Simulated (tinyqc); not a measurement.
From results back to parameters: two-band k.p model of the Delta valleys near the X point under shear strain. Three cases, with inputs chosen for the exercise.

Problem. Under a shear strain exy (|eta| < 1) the valley on the [001] axis has ml(eta) = ml/(1 - eta^2), 1/m[110] = 1/mt + eta/Mp and 1/m[1-10] = 1/mt - eta/Mp with Mp > 0, eta = D exy/Delta, Delta = 2 c k0^2/ml, k0 = kx0 2 pi/a, c = hbar^2/2m0.

Constants: hbar^2/2m0 = 3.80998211 eV angstrom^2.

Case 1.

Values chosen (near those of Si; shifted at random, so the results belong to these values and not to a real crystal): a = 5.43 angstrom (lattice constant); ml = 0.912 m0 (longitudinal mass); kx0 = 0.153 2 pi/a (distance of the minimum from X); exy = 0.0015 (shear strain).

m[110], m[1-10], ml(eta) (m0): 0.18466450  0.21341145  0.91869149

Case 2.

Values chosen (near those of Si; shifted at random, so the results belong to these values and not to a real crystal): a = 5.421 angstrom (lattice constant); ml = 0.891 m0 (longitudinal mass); kx0 = 0.154 2 pi/a (distance of the minimum from X); exy = 0.013 (shear strain).

m[110], m[1-10], ml(eta) (m0): 0.12209534  0.44916646  1.82654382

Case 3.

Values chosen (near those of Si; shifted at random, so the results belong to these values and not to a real crystal): a = 5.435 angstrom (lattice constant); ml = 0.943 m0 (longitudinal mass); kx0 = 0.148 2 pi/a (distance of the minimum from X); exy = 0.0025 (shear strain).

m[110], m[1-10], ml(eta) (m0): 0.17249661  0.22691862  0.96664949

Find: mt; eta; Mp; D.

Solution. The mean of the two inverse transverse masses is 1/mt; eta^2 = 1 - ml/ml(eta), with the sign of 1/m[110] - 1/m[1-10] = 2 eta/Mp, which then gives Mp; D = eta Delta/exy.

Case 1.

mt = 0.198 m0
eta = 0.0853
Mp = 0.234 m0
D = 14.9 eV

Case 2.

mt = 0.192 m0
eta = 0.7157
Mp = 0.240 m0
D = 15.0 eV

Case 3.

mt = 0.196 m0
eta = 0.1564
Mp = 0.225 m0
D = 14.8 eV

Computed by tinyqc, one run a case: `OMP_NUM_THREADS=1 python tinyqc.py N N+1 out.jsonl` with N = 1080682, 1080692, 1080742; one thread of a shared Intel(R) Xeon(R) Processor @ 2.30GHz, about 0.01 s a run at most.
